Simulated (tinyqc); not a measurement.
Wider gaps pin less: metal-induced gap states at the contact of a metal chain and a two-band chain.

The semiconductor alternates sites A at -Eg/2 and C at +Eg/2 with hopping -t; the gap runs from -Eg/2 to Eg/2. In the gap cosh(q a) = 1 + (Eg^2/4 - E^2)/(2 t^2) and the amplitude changes by -exp(-q a) a period. The metal has site energy 0 and hopping -tm; its end site has g_m = (E - i sqrt(4 tm^2 - E^2))/(2 tm^2). Sites 1, 2, ... count into the semiconductor, with energies e1, e2 alternating. The clean half chain has g1 = 1/(E - e1 - t^2 g2), g2 = 1/(E - e2 - t^2 g1), decaying root. With the contact G11 = 1/(1/g1 - tc^2 g_m), and the density on site j is -Im G_jj/pi = |psi_j/psi_1|^2 (-Im G11/pi), per spin, with psi_2/psi_1 = -t g2, psi_3/psi_2 = -t g1.

Constants: e^2/(4 pi eps0) = 14.39964547 eV angstrom.

Values chosen for the exercise (gap and optical dielectric constant near those of SiC; the chain itself is a model; shifted at random, so the results belong to these values and not to a real crystal): Eg = 3.04 eV (gap); t = 2.19 eV (hopping in the semiconductor); tm = 2.69 eV (hopping in the metal); tc = 2.33 eV (hopping across the contact); end = C (site that touches the metal); a = 3.08 angstrom (period (two sites); one chain for each area a^2); eps = 6.5 (dielectric constant).

E = 0; Eg is varied and eps follows 1 + (eps0 - 1)(Eg0/Eg), with the given Eg and eps as Eg0 and eps0. xi = 1/(2q), N = 2 (summed density)/a^2, S = 1/(1 + 4 pi e^2 N xi/eps).

Against the gap:

| Eg (eV) | eps | xi (angstrom) | summed density (1/eV) | S | S at fixed eps |
|---|---|---|---|---|---|
| 0.50 | 34.44 | 13.50 | 0.6305 | 0.096 | 0.020 |
| 0.75 | 23.29 | 9.00 | 0.4185 | 0.139 | 0.043 |
| 1.10 | 16.20 | 6.15 | 0.2833 | 0.196 | 0.089 |
| 1.50 | 12.15 | 4.52 | 0.2056 | 0.255 | 0.155 |
| 2.30 | 8.27 | 2.97 | 0.1307 | 0.359 | 0.305 |
| 3.40 | 5.92 | 2.03 | 0.0845 | 0.475 | 0.498 |
| 5.50 | 4.04 | 1.30 | 0.0468 | 0.635 | 0.737 |
| 9.00 | 2.86 | 0.85 | 0.0232 | 0.790 | 0.896 |

From Eg = 0.5 to 9 eV xi falls by a factor 15.8 and the summed density by 27.1, so at fixed eps S rises from 0.02 to 0.90. The weaker screening of wide-gap solids works against this: with it S goes from 0.10 to 0.79.

(tinyqc, `OMP_NUM_THREADS=1 python tinyqc.py 1450999 1451000 out.jsonl`, Intel(R) Xeon(R) Processor @ 2.30GHz, 1 thread, shared host, about 0.01 s.)
